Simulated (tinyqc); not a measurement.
Read current of a NAND string, cells in series solved by shooting: one step of the calculation.

Cells in series, numbered from 0 at the source line (0 V) to the bit line, each followed by a gap resistance Rg. A cell with gate Vg, threshold VT, source Vs and drain Vd passes I = 2 nf K Vt^2 [F(Vs) - F(Vd)]/(1 + th max(Vg - VT, 0)), F(V) = ln^2(1 + exp((Vg - VT - nf V)/(2 nf Vt))). The selected cell has Vg = Vr, the others Vg = Vp.

Problem. Node voltages for a trial current. For a trial current I start at 0 V and, cell by cell (the selected one is cell 1), solve for the drain: sqrt(F(Vd)) = sqrt(F(Vs) - I/k), k = 2 nf K Vt^2/(1 + th max(Vg - VT, 0)), Vd = [Vg - VT - 2 nf Vt ln(exp(sqrt F) - 1)]/nf, then add I Rg.

Inputs (values chosen for the exercise); values of the order met in vertical NAND strings:

| symbol | value | unit | meaning |
|---|---|---|---|
| T | 358 | K | temperature |
| K | 25 | uA/V^2 | gain factor of a cell |
| nf | 1.5 |  | slope factor |
| th | 0.16 | 1/V | mobility reduction factor |
| Rg | 4.4 | kohm | resistance of the gap between cells |
| Vbl | 0.5 | V | bit-line voltage |
| Vp | 7.2 | V | pass voltage |
| Vr | 2.83 | V | read voltage on the selected word line |

Constants: q = 1.602176634e-19 C, kB = 1.380649e-23 J/K, Vt = kB T/q. Results are converted to the units shown.

second trial current = 2.8 uA
thresholds from the source end, cell 0 to 5 (V): 3.4  1.5  3.4  3.4  3.4  -2.4

Wanted: node voltage after each cell and gap, trial 2.

Solution.

node voltage after each cell and gap, trial 2, cell 0 to 5 (V): 0.06017  0.1905  0.2546  0.3202  0.3875  0.4314

Program tinyqc, `OMP_NUM_THREADS=1 python tinyqc.py 2142247 2142248 out.jsonl`; Intel Xeon 2.30GHz, shared host, one thread, about 0.5 s.
